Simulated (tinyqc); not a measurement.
Susceptibility above T_c: two-sublattice mean-field magnet: ferrimagnet, compensation points and susceptibility. Computed by tinyqc, a small Python program. Command: `OMP_NUM_THREADS=1 python tinyqc.py 3011204 3011205 out.jsonl ferri walk`. One thread of a shared host (Intel(R) Xeon(R) Processor @ 2.30GHz), about 0.01 s of CPU time with the checks.

A random alloy A(1-x)B(x) with H = -sum over pairs J S_i.S_j. a = <S_A> and b = <S_B> are taken along z, a > 0. Exchange fields: h_A = (1 - x) zJ_AA a + x zJ_AB b, h_B = (1 - x) zJ_AB a + x zJ_BB b; a = S_A B_(S_A)(S_A h_A/(k_B T)) and likewise for b, with the Brillouin function B_S(y) = [(2S + 1)/(2S)] coth[(2S + 1) y/(2S)] - [1/(2S)] coth[y/(2S)].

Inputs (values chosen for the exercise, for a model ferrimagnet): spin S_A = 2; spin S_B = 2.5; g factor g_A = 2; g factor g_B = 2; fraction x of B sites = 0.45; z J_AA = 26.7 meV; z J_BB = 2.3 meV; z J_AB = -9.4 meV; T over T_c = 0.4.

Constants: k_B = 8.617333262e-05 eV/K.

Method. Linearised, T (a, b) = M (a, b) with M_ij = S_i (S_i + 1) c_j zJ_ij/(3 k_B), c_A = 1 - x, c_B = x. T_c is the larger eigenvalue, and its eigenvector gives b/a at onset, (T_c - M_AA)/M_AB. With a field B, T (a, b) = M (a, b) + (mu_B B/(3 k_B)) (g_A S_A (S_A + 1), g_B S_B (S_B + 1)). chi = m/B per site; C = mu_B [(1 - x) g_A^2 S_A (S_A + 1) + x g_B^2 S_B (S_B + 1)]/(3 k_B); the table gives C/chi, which tends to T - theta.

T_c = 389.315 K

M (K), rows A, B:
```
[[340.825, -98.174],
 [-174.986, 35.031]]
```

Inverse susceptibility:
```
T (K)   C/chi (K)  T - C/chi (K)
397.1        49.1         348.03
428.2       178.6         249.66
486.6       314.7         171.98
584.0       461.5         122.52
778.6       690.4          88.26
1167.9     1100.3          67.60
1946.6     1890.4          56.17
3893.1     3843.7          49.46
```

What follows from these numbers?

T - C/chi sinks from 348 K just above T_c to 49 K at 10 T_c, on its way to the asymptotic theta. The curve of 1/chi is a hyperbola that bends down to zero at T_c = 389 K, so a Curie-Weiss line fitted at high T misses T_c.
